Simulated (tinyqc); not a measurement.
FCI on RHF in the sto-3g basis, for H3+, spin multiplicity 1, step by step. One step of it, computed by the program tinyqc.

Task: Integrals over molecular orbitals. (pq|rs) = sum C_ip C_jq C_kr C_ls (ij|kl), one index at a time.

coefficients C, order 1H 1s, 2H 1s, 3H 1s:
```
[[0.422855, -0.161784, 1.071751],
 [0.422712, 1.008907, -0.395804],
 [0.422755, -0.847019, -0.676162]]
```

core Hamiltonian H = T + V (hartree), order 1H 1s, 2H 1s, 3H 1s:
```
[[-1.398816, -0.800810, -0.800958],
 [-0.800810, -1.398625, -0.800469],
 [-0.800958, -0.800469, -1.398683]]
```

Two-electron integrals (ij|kl) in chemists' order, unique and non-zero (hartree):
```
(11|11) 0.774606   (21|11) 0.260238   (21|21) 0.116438   (22|11) 0.442811
(22|21) 0.260238   (22|22) 0.774606   (31|11) 0.260300   (31|21) 0.103371
(31|22) 0.202333   (31|31) 0.116487   (32|11) 0.202252   (32|21) 0.103311
(32|22) 0.260097   (32|31) 0.103329   (32|32) 0.116326   (33|11) 0.442856
(33|21) 0.202309   (33|22) 0.442707   (33|31) 0.260300   (33|32) 0.260097
(33|33) 0.774606
```

Give: one-electron integrals over orbitals h = C^T H C; Two-electron integrals over orbitals.

Result:

one-electron integrals over orbitals h = C^T H C (hartree):
```
[[-1.6087, 0.0000, -0.0001],
 [0.0000, -1.0537, 0.0000],
 [-0.0001, 0.0000, -1.0535]]
```

Two-electron integrals over orbitals (pq|rs), unique and non-zero (hartree):
```
(11|11) 0.5600      (21|11) -2.44e-05   (21|21) 0.1451      (22|11) 0.5469
(22|21) 0.0435      (22|22) 0.6355      (31|11) 5.05e-05    (31|22) -0.0900
(31|31) 0.1451      (32|11) 6.44e-09    (32|21) -0.0901     (32|22) -2.55e-05
(32|31) -0.0435     (32|32) 0.0789      (33|11) 0.5470      (33|21) -0.0435
(33|22) 0.4777      (33|31) 0.0901      (33|32) 2.55e-05    (33|33) 0.6355
```
